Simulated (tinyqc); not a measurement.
## Segment and feed resistance from two drops

Question. A rail is fed at one end through Rq; K loads of Ij follow, each after a segment Rs. The drop at load j is K Ij Rq + Rs Ij sum_(l=1..j) (K - l + 1). Find Rs, Rq and the worst drop, at the middle, if the rail were fed through Rq at both ends: K Ij Rq/2 + Rs Ij K^2/8 with the load taken as continuous.

Parameters, values chosen for the exercise:
- K = 29 (number of equal loads)
- Ij = 0.84 mA (current of each load)

drops at the first and at the last load (mV): 29.962800  248.22840

Solution. The difference of the two drops is Rs Ij K (K - 1)/2, which gives Rs; the first drop then gives Rq.

Rs = 0.640 ohm
Rq = 0.590 ohm
drop at the middle with two feeds = 63.7 mV

Program tinyqc, `OMP_NUM_THREADS=1 python tinyqc.py 2770127 2770128 out.jsonl`; Intel Xeon 2.30GHz, shared host, one thread, about 0.2 s.
